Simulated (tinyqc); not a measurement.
Solubility, supersaturation, precipitation and gettering of an impurity in a silicon-like host. From one set of inputs to another, one input at a time. Computed by tinyqc, a small Python program. Command: `OMP_NUM_THREADS=1 python tinyqc.py 3024229 3024230 out.jsonl ripen ladder`. One thread of a shared host (Intel(R) Xeon(R) Processor @ 2.30GHz), about 0.01 s of CPU time with the checks.

The wafer was saturated at T1 and is then held at T.

The inputs printed are set A. Inputs not listed in the table keep their values of set A, so the rows need not describe a real material.

Inputs (values chosen for the exercise, for a model impurity):
```
quantity                                   value    unit
site density N0                            5e+22  1/cm^3
enthalpy of solution H                      1.82      eV
entropy of solution S                        3.1     k_B
diffusion prefactor D0                    0.0021  cm^2/s
migration energy Q                         0.432      eV
temperature of saturation T1                1225       K
anneal temperature T                         822       K
sink density n                           1.4e+08  1/cm^3
initial sink radius r0                        20      nm
impurity density in the precipitate C_p  2.9e+22  1/cm^3
interface energy gamma                      0.42   J/m^2
anneal time t                                1.6       s
```

Constants: k_B = 8.617333262e-05 eV/K; k_B = 1.380649e-23 J/K.

Method:
- C_eq(T) = N0 exp(S/k_B - H/(k_B T)); D(T) = D0 exp(-Q/(k_B T)); C0 = C_eq(T1). Supersaturation s = C0/C_eq(T); critical radius r* = 2 gamma/(C_p k_B T ln s); barrier W* = (4 pi/3) gamma r*^2. Strain energy is left out.
- tau0 = 1/(4 pi n r0 D); C_fixed(t) = C_eq + (C0 - C_eq) exp(-t/tau0). If all excess precipitates, the final radius is r_f = [r0^3 + 3 (C0 - C_eq)/(4 pi n C_p)]^(1/3), with tau_f = 1/(4 pi n r_f D).
- Growing sinks: with y = r/r_f and y0 = r0/r_f, dy/dt = (1 - y^3)/(3 tau_f y), which integrates to t/tau_f = F(y) - F(y0), F(y) = (1/2) ln[(1 + y + y^2)/(1 - y)^2] - sqrt(3) arctan[(2y + 1)/sqrt(3)]; the share of the excess left is (1 - y^3)/(1 - y0^3), and C(t) = C_eq + (C0 - C_eq) x share.

Each row keeps all changes above it:
```
input moved                       from         to  supersaturation s  C(t) with growing sinks (1/cm^3)  radius at t (nm)
set A                                -          -         4.6877e+03                        3.4441e+16             47.33
anneal time t (s)                  1.6        150         4.6877e+03                        7.7110e+12            128.68
initial sink radius r0 (nm)         20         11         4.6877e+03                        7.7113e+12            128.55
enthalpy of solution H (eV)       1.82       2.88         6.4416e+05                        3.9437e+11             11.19
entropy of solution S (k_B)        3.1        8.9         6.4416e+05                        1.8094e+13             31.35
anneal temperature T (K)           822       1148         6.2334e+00                        8.3338e+13             29.99
sink density n (1/cm^3)      140000000  170000000         6.2334e+00                        8.3338e+13             28.21
migration energy Q (eV)          0.432      0.655         6.2334e+00                        1.4210e+14             26.96
```

Supersaturation s goes from 4690 to 6.23, a factor 0.00133 in all. The largest single move comes from anneal temperature T (a factor 9.68e-6), and enthalpy of solution H works against it (a factor 137). C(t) with growing sinks goes from 3.44e16 to 1.42e14, a factor 0.00413 in all. The largest single move comes from anneal time t (a factor 2.24e-4), and entropy of solution S works against it (a factor 45.9). Radius at t goes from 47.3 to 27.0, a factor 0.570 in all. The largest single move comes from enthalpy of solution H (a factor 0.0870), and entropy of solution S works against it (a factor 2.80). The single moves hold for this order of the switches; the total does not depend on the order.

Caution (rows set A, anneal time t, initial sink radius r0, enthalpy of solution H, entropy of solution S): the barrier to homogeneous nucleation is below 35 k_B T for these inputs, so new precipitates would form and outnumber the fixed sinks assumed here.

Extremes, crossings and ranges named in words are read from the listed rows.
